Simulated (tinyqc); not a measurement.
Frequency dispersion of an accumulation capacitance by border traps, distributed model: two steps of the calculation.

Traps spread evenly through the insulator exchange electrons with the semiconductor by tunnelling, with tau(x) = t0 exp(2 ka x) at depth x from the interface. The admittance per area Y seen at depth x obeys dY/dx = -Y^2/(i w eps0 eox) + q Nb ln(1 + i w tau)/tau, with Y(0) = i w Cs and w = 2 pi f; the gate sees Y(tox) = G + i w C. Working variable y = Y/(i w), in uF/cm^2. Cox = eps0 eox/tox.

Parameters, values chosen for the exercise; permittivity close to that of silicon dioxide:
```
symbol   value         unit                                               meaning
eox       3.71                             relative permittivity of the insulator
tox        5.2           nm                                   insulator thickness
Cs         2.5      uF/cm^2             semiconductor capacitance in accumulation
Nb      1.3e20  cm^-3 eV^-1                               density of border traps
ka         5.5         1/nm  decay constant of the wave function in the insulator
t0       8e-11            s              time constant of a trap at the interface
f          1e5           Hz                                             frequency
xe         1.4           nm               depth down to which the steps are taken
```

Constants: q = 1.602176634e-19 C, eps0 = 8.8541878128e-14 F/cm where lengths are in cm. Results are converted to the units shown.

Problem 1. Midpoint steps through the active depth. In terms of y: dy/dx = -y^2/(eps0 eox) + s(x), s = q Nb ln(1 + z)/z, z = i w tau. 8 midpoint steps of h = xe/8: y_half = y + (h/2) y'(x, y), y(new) = y + h y'(x + h/2, y_half).

Give: x; s; y.

Solution 1.

```
point,x (nm),s (uF/(cm^2 nm)),y (uF/cm^2)
0,0,2.083+0.000i,2.500+0.000i
1,0.1750,2.083+0.000i,2.527+0.000i
2,0.3500,2.083-0.002i,2.548+0.000i
3,0.5250,2.083-0.017i,2.564-0.001i
4,0.7000,2.074-0.115i,2.576-0.008i
5,0.8750,1.780-0.625i,2.576-0.054i
6,1.050,0.552-0.667i,2.431-0.173i
7,1.225,0.090-0.208i,2.186-0.191i
8,1.400,0.013-0.047i,1.966-0.168i
```

Problem 2. Capacitance and conductance at the gate. Beyond xe the traps are ignored, so 1/y(tox) = 1/y(xe) + (tox - xe)/(eps0 eox); C = Re y, G/w = -Im y, loss tangent G/(w C).

y at xe = 1.9662255-0.1678149i uF/cm^2

Find: y at the gate; C; G/w; loss tangent.

Solution 2.

y at the gate = 0.6014-0.0156i uF/cm^2
C = 0.6014 uF/cm^2
G/w = 0.01560 uF/cm^2
loss tangent = 0.02593

Computed by the program tinyqc: `OMP_NUM_THREADS=1 python tinyqc.py 2202156 2202157 out.jsonl`, one thread of a shared Intel Xeon 2.30GHz, about 0.5 s for the whole run.
